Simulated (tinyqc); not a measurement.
Inside a calculation: Boltzmann transport in a parabolic band with a power-law relaxation time. Values are carried at full precision from step to step, so a last printed digit may differ when a step is redone from the rounded ones.

F_j(eta) = (1/Gamma(j + 1)) integral_0^infinity x^j dx/(1 + exp(x - eta)), which tends to exp(eta) for eta << 0.

n = N F_1/2(eta) with N = 2 (m kB T/(4 pi c))^(3/2) with c = hbar^2/2m0, in 1/angstrom^3; times 1e24 for 1/cm^3, m = md.

Constants: hbar^2/2m0 = 3.80998211 eV angstrom^2; kB = 8.617333262e-05 eV/K.

Inputs chosen for the exercise (masses near those of Ge; tau0 is set for a mobility of the usual size at this n, kL is a free input; freeze-out and phonon drag, which matter near 77 K, are left out; shifted at random, so the results belong to these values and not to a real crystal): n = 2.1e+18 1/cm^3 (electron density); md = 0.553 m0 (density-of-states mass); T = 300 K; r = 1.5 (exponent of tau); tau0 = 10 fs (tau at E = kT); mc = 0.1189 m0 (conductivity mass); kL = 26 W/(m K) (lattice thermal conductivity).

## Reduced Fermi level

Solve for eta.

N = 1.032e+19 1/cm^3
eta = -1.5204

## Integrals for r = 1.5 (ionised impurities)

tau = tau0 x^r with x = E/kT. With K_j = Gamma(j + 1) F_j(eta): <tau> = tau0 (r + 3/2) K_(r+1/2)/((3/2) K_(1/2)); mu = <tau>/(mc m0/e), m0/e = 5.685630e-12 kg/C; Hall factor rH = (3/2) K_(1/2) (2r + 3/2) K_(2r+1/2)/((r + 3/2) K_(r+1/2))^2; Seebeck S = -(kB/e) [(r + 5/2) K_(r+3/2)/((r + 3/2) K_(r+1/2)) - eta]; Lorenz number L = (kB/e)^2 [(r + 7/2) K_(r+5/2)/((r + 3/2) K_(r+1/2)) - ((r + 5/2) K_(r+3/2)/((r + 3/2) K_(r+1/2)))^2]; kB/e in V/K. Valley anisotropy is left out of rH.

Evaluate F_j and K_j for j = 1/2, r + 1/2, r + 3/2, r + 5/2 and 2r + 1/2 (each value once).

F_j and K_j:

| j | F_j | K_j |
|---|---|---|
| 0.5 | 0.20350 | 0.18035 |
| 2.0 | 0.21301 | 0.42603 |
| 3.0 | 0.21577 | 1.2946 |
| 4.0 | 0.21718 | 5.2123 |
| 3.5 | 0.21659 | 2.5193 |

## Transport coefficients

Form the ratios; u is the mean energy carried, in kT.

<tau>/tau0 = 4.725
rH = 1.877
u = 4.052
S = -480.2 microvolt/K
L = 2.952 1e-8 W ohm/K^2

The non-degenerate limits are rH = 1.933, u = r + 5/2 = 4 and L = (r + 5/2)(kB/e)^2 = 2.970; the degenerate ones are rH = 1 and L = 2.443.

## Mobility, conductivity and figure of merit

mu = <tau>/(mc m0/e) with m0/e = 5.685630e-12 kg/C; sigma = e n mu, e = 1.602176634e-19 C; Hall mobility rH mu; power factor S^2 sigma; ZT = S^2 sigma T/(kL + L sigma T), all in SI units.

mu = 699 cm^2/(V s)
Hall mobility = 1.31e+03 cm^2/(V s)
sigma = 235 S/cm
power factor = 5.42 mW/(m K^2)
electronic thermal conductivity = 0.208 W/(m K)
ZT = 0.062

A Hall measurement read with rH = 1 would give a density of 1.12e+18 1/cm^3. Electrons carry 0.79 % of the heat.

## Checks

- Seebeck coefficient against direct integration over -df/dE (microvolt/K): both -480.2.

Computed by tinyqc, a small Python program: `OMP_NUM_THREADS=1 python tinyqc.py 1652529 1652530 out.jsonl` (the numbers bound the seed that draws the inputs); one thread of a shared host (Intel(R) Xeon(R) Processor @ 2.30GHz), about 0.01 s for the whole set of steps.
